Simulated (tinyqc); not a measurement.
# Electroplating on a thin resistive seed layer: kinetics, Wagner number and the terminal effect across a wafer, step by step

A worked calculation. Computed by tinyqc, a small Python program that keeps every step. Command: `OMP_NUM_THREADS=1 python tinyqc.py 3120331 3120332 out.jsonl terminal walk`. One thread of a shared host (Intel(R) Xeon(R) Processor @ 2.30GHz), about 0.02 s of CPU time with the checks. Intermediate numbers are printed to about 7 digits and carried at full precision; extremes and crossings named in words are read from the listed rows.

Current enters the seed at the rim. The bath is treated as a local resistance per area (no lateral flow in the liquid), two electrons per ion, molar volume 7.11 cm^3/mol, Faraday constant F = e N_A, kinematic viscosity 0.01 cm^2/s, omega = 2 pi x rpm/60; k_B T/e is in volts.

Inputs (values chosen for the exercise, of the order of those for copper plating from an acid sulfate bath):
```
quantity                               value         unit
wafer radius R                           7.5           cm
seed thickness t                          63           nm
seed resistivity                          24  microohm cm
bath conductivity kappa                 0.14         S/cm
gap to the anode h                       1.9           cm
extra resistance of a porous plate         0     ohm cm^2
exchange current density i_0           0.069      mA/cm^2
cathodic transfer coefficient alpha     0.43            -
mean current density                       5      mA/cm^2
diffusivity of the metal ion         6.1e-06       cm^2/s
metal ion concentration                 0.49        mol/L
rotation rate                            100          rpm
temperature T                            298            K
```

Constants: e = 1.602176634e-19 C; N_A = 6.02214076e+23 1/mol; k_B = 8.617333262e-05 eV/K.

## Rate, limit and resistances

Growth rate = i V_m/(2 F). Levich limit i_L = 0.62 x 2 F D^(2/3) omega^(1/2) nu^(-1/6) c. Tafel overpotential eta = (k_B T/(alpha e)) ln(i/i_0); kinetic resistance k_B T/(alpha e i); bath resistance h/kappa + plate; R_s = resistivity/t; Wagner number = kinetic resistance x kappa/R.

growth rate = 110.5349 nm/min

limiting current i_L = 136.4520 mA/cm^2

overpotential = 255.7865 mV

kinetic resistance = 11.94402 ohm cm^2

bath resistance R_b = 13.57143 ohm cm^2

sheet resistance R_s = 3.809524 ohm/square

Wagner number = 0.2229551

## Linear estimate of the terminal effect

Linearised: with R_t = kinetic + bath resistance the current density obeys (1/r)(r i')' = i R_s/R_t, so i = A I_0(r/l), l = sqrt(R_t/R_s); with x = R/l, edge/centre = I_0(x) and edge/mean = x I_0(x)/(2 I_1(x)). Voltage drop in the seed for a uniform current: i R_s R^2/4.

length l = 2.588012 cm

x = R/l = 2.897977

edge over centre, linear = 4.495448

edge over mean, linear = 1.806380

drop for uniform current = 267.8571 mV

## Current distribution

Full model: seed potential phi(r) with (1/r)(r phi')' = R_s i, where i solves phi = R_b i + (k_B T/(alpha e)) ln(i/i_0) (phi being the driving voltage left at r); phi'(0) = 0 and phi'(R) = R_s i_mean R/2. Solved by collocation to a tolerance of 1e-7.

Across the wafer:
```
r/R   i (mA/cm^2)    i/mean  i/mean, linear
0.00     2.272996  0.454599        0.401824
0.20     2.399129  0.479826        0.436286
0.40     2.828352  0.565670        0.548578
0.60     3.747763  0.749553        0.767986
0.75     5.013820  1.002764        1.036305
0.90     7.174403  1.434881        1.436880
1.00     9.427186  1.885437        1.806380
```

edge over centre, full model = 4.147471

The full model gives 4.15 against 4.50 from the linear form.

## As the film thickens, and with more bath resistance

The film is taken as uniform, with the seed resistivity; the last column adds 100 ohm cm^2 to R_b. Extra power of that plate = i^2 x 100 ohm cm^2 x area.

Edge over centre:
```
thickness (nm)  R_s (ohm/square)  as given  with 100 ohm cm^2 more
63.0                    3.809524  4.147471                1.473783
94.5                    2.539683  2.873336                1.305203
126.0                   1.904762  2.318450                1.224968
189.0                   1.269841  1.820271                1.147383
315.0                   0.761905  1.463555                1.087195
630.0                   0.380952  1.220922                1.043138
1260.0                  0.190476  1.107727                1.021455
```

extra power = 0.4417865 W

The ratio falls below 1.1 in none of these rows as given, and from 315 nm on with the added resistance: what counts is R_s R^2 against the sum of kinetic and bath resistance.

Checks made by the program: mean of the distribution (relative difference 3e-07).
